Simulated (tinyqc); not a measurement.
# Inputs raised by 5 %, one at a time

Model: velocity overshoot from momentum and energy balance equations after a field step. Computed by tinyqc, a small Python program. Command: `OMP_NUM_THREADS=1 python tinyqc.py 3021542 3021543 out.jsonl overshoot sens`. One thread of a shared host (Intel(R) Xeon(R) Processor @ 2.30GHz), about 0.1 s of CPU time with the checks.

At t = 0 the field jumps from 0 to F in a uniform sample. v is the drift velocity and u = w - (3/2) k_B T the excess energy per carrier.

Inputs (values chosen for the exercise, modelled on electrons in GaN except for tau_E):

| quantity | value | unit |
|---|---|---|
| effective mass m | 0.2 | m_0 |
| low-field mobility mu_0 | 1200 | cm^2/(V s) |
| saturation velocity v_s | 2 | 1e7 cm/s |
| energy relaxation time tau_E | 0.64 | ps |
| field after the step F | 160 | kV/cm |
| lattice temperature T | 300 | K |
| time step dt | 1.8 | fs |

Scheme: explicit Euler.

Constants: m_0 = 9.1093837015e-31 kg; e = 1.602176634e-19 C; k_B = 8.617333262e-05 eV/K.

Method:
- dv/dt = e F/m - v/tau_m(u), du/dt = e F v - u/tau_E, tau_m(u) = tau_0/(1 + c u), tau_0 = m mu_0/e, c = mu_0/(e tau_E v_s^2); this choice gives the steady state v (1 + mu_0 F v/v_s^2) = mu_0 F, which saturates at v_s. Steady velocity v = 2 mu_0 F/(1 + sqrt(1 + 4 (mu_0 F/v_s)^2)); u = e F v tau_E; carrier temperature T + 2u/(3 k_B), neglecting the drift energy m v^2/2.
- Step: v_new = v + dt (e F/m - v/tau_m(u)), u_new = u + dt (e F v - u/tau_E). Start v = u = 0; the distance adds dt (v + v_new)/2.
- Run to 8 times the larger of tau_E and tau_0, but at most 20001 steps, and stop early if |v| > 1000 v_s or u < -1/(2c); the run is accepted if the last v is within 0.5 % of the steady value.

Runs:

| input moved | from | to | peak velocity (1e7 cm/s) | peak over steady velocity | steady velocity (1e7 cm/s) | steady carrier temperature (K) |
|---|---|---|---|---|---|---|
| base run | - | - | 6.1651 | 3.2473 | 1.8985 | 15340 |
| effective mass m (m_0) | 0.2 | 0.21 | 6.0830 | 3.2040 | 1.8985 | 15340 |
| low-field mobility mu_0 (cm^2/(V s)) | 1200 | 1260 | 6.2234 | 3.2699 | 1.9033 | 15378 |
| saturation velocity v_s (1e7 cm/s) | 2 | 2.1 | 6.3252 | 3.1812 | 1.9883 | 16051 |
| energy relaxation time tau_E (ps) | 0.64 | 0.672 | 6.2424 | 3.2880 | 1.8985 | 16092 |
| field after the step F (kV/cm) | 160 | 168 | 6.3077 | 3.3142 | 1.9033 | 16131 |

Exponents ln(y'/y) / ln(x'/x):

| input | peak velocity | peak over steady velocity | steady velocity | steady carrier temperature |
|---|---|---|---|---|
| effective mass m | -0.275 | -0.275 | 0.000 | 0.000 |
| low-field mobility mu_0 | 0.193 | 0.142 | 0.051 | 0.050 |
| saturation velocity v_s | 0.526 | -0.421 | 0.947 | 0.929 |
| energy relaxation time tau_E | 0.256 | 0.256 | 0.000 | 0.981 |
| field after the step F | 0.469 | 0.418 | 0.051 | 1.031 |

To which inputs is each result most sensitive?

Among the inputs moved here: peak velocity answers most in size to saturation velocity v_s (exponent +0.526), next to field after the step F (+0.469). Peak over steady velocity answers most in size to saturation velocity v_s (exponent -0.421), and about equally to field after the step F (+0.418). Steady velocity answers most in size to saturation velocity v_s (exponent +0.947), next to low-field mobility mu_0 (+0.051); its exponent is below 0.0005 for effective mass m, energy relaxation time tau_E. Its exponent 0.000 in energy relaxation time tau_E: c is tied to tau_E so that the steady curve is fixed. Steady carrier temperature answers most in size to field after the step F (exponent +1.031), next to energy relaxation time tau_E (+0.981); its exponent is below 0.0005 for effective mass m.

Caution (all rows): the excess energy exceeds 0.5 eV, where non-parabolicity, upper valleys and impact ionisation matter.

Extremes, crossings and ranges named in words are read from the listed rows.
